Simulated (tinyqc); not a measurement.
What each parameter does: six-band hole subbands of a thin body in a field.

Basis X, Y, Z times spin, hole energies counted downwards from the unstrained edge (the hydrostatic shift is left out), c = hbar^2/2m0. For a symmetric tensor T let C(T) have C_XX = L Txx + M (Tyy + Tzz), C_XY = N Txy (cyclic), L = c (g1 + 4 g2), M = c (g1 - 2 g2), N = 6 c g3. k = q + kz n, n the unit normal, q = k1 u + k2 v with u along the channel [1-10] and v = n x u. H = C(k k^T) + (Dso/3)(1 - L.sigma) - B + e F z with (L_k)_ij = -i epsilon_kij; B is the block C built from the traceless strain with 2b, -b and sqrt(3) d in place of L, M, N. Strain: exx = eyy = (s11 + s12) sx/2, ezz = s12 sx, exy = -s44 sx/4. Hard walls at z = 0 and t; basis sin(j pi z/t), j = 1 to Nz: kz^2 = (j pi/t)^2, kz = -i D with D_jl = 4 j l/(t (j^2 - l^2)), z_jj = t/2 and z_jl = -8 t j l/(pi (j^2 - l^2))^2 for j + l odd; 1 MV/cm = 0.01 eV/angstrom.

Nz = 14. E1 is the top subband at q = 0, gap the distance to the next pair, and the masses are c q^2/(E(q) - E1) at |q| = 0.02 1/angstrom (mean of the spin pair) along the channel [1-10] and across it in the plane; a dash marks a band that does not rise.

Constants: hbar^2/2m0 = 3.80998211 eV angstrom^2.

Parameters, chosen for this exercise (near those of a p-type Si channel; not measured data): g1 = 4.3 (Luttinger gamma1); g2 = 0.34 (gamma2); g3 = 1.45 (gamma3); Dso = 0.045 eV (spin-orbit splitting); b = -2.12 eV (tetragonal potential); d = -4.76 eV (trigonal potential); S = (7.72, -2.13, 12.43) 1/TPa (compliances s11, s12, s44); face = 110 (surface); t = 50 angstrom (body thickness); F = 0.8 MV/cm (field across the body); sx = -1.5 GPa (stress along the channel [1-10], negative in compression).

Six bands. Each row changes one parameter from the base and keeps the others.

Results:

| case | E1 (meV) | gap (meV) | m channel (m0) | m across (m0) |
|---|---|---|---|---|
| base | 56.6 | 72.3 | 0.114 | 0.276 |
| t = 60 angstrom | 56.6 | 72.3 | 0.114 | 0.276 |
| F = 1.1 MV/cm | 79.6 | 89.4 | 0.114 | 0.276 |
| sx = -2 GPa | 38.6 | 72.3 | 0.114 | 0.276 |
| g3 = 1.35 | 82.0 | 91.7 | 0.118 | 0.276 |
| g2 = 0.39 | 61.8 | 76.3 | 0.114 | 0.284 |
| Dso = 0.068 eV | 63.0 | 72.3 | 0.114 | 0.277 |
| d = -3.81 eV | 64.2 | 72.3 | 0.114 | 0.277 |

The largest shifts from the base row, up to three for each result and ties (the steps differ in size, so this ranks the rows, not the parameters). E1 (meV): g3 +25.4, F +23.0, sx -17.9; unchanged at the printed digits by t. gap (meV): g3 +19.3, F +17.1, g2 +3.9; unchanged at the printed digits by t, sx, Dso and d. m channel (m0): g3 +0.004; unchanged at the printed digits by t, F, sx, g2, Dso and d. m across (m0): g2 +0.008, Dso +0.000, d +0.000; unchanged at the printed digits by t, F, sx and g3.

Computed by tinyqc, a small Python program: `OMP_NUM_THREADS=1 python tinyqc.py 1281691 1281692 out.jsonl` (the numbers bound the seed that draws the inputs); one thread of a shared host (Intel(R) Xeon(R) Processor @ 2.30GHz), about 0.5 s for the whole set of steps.
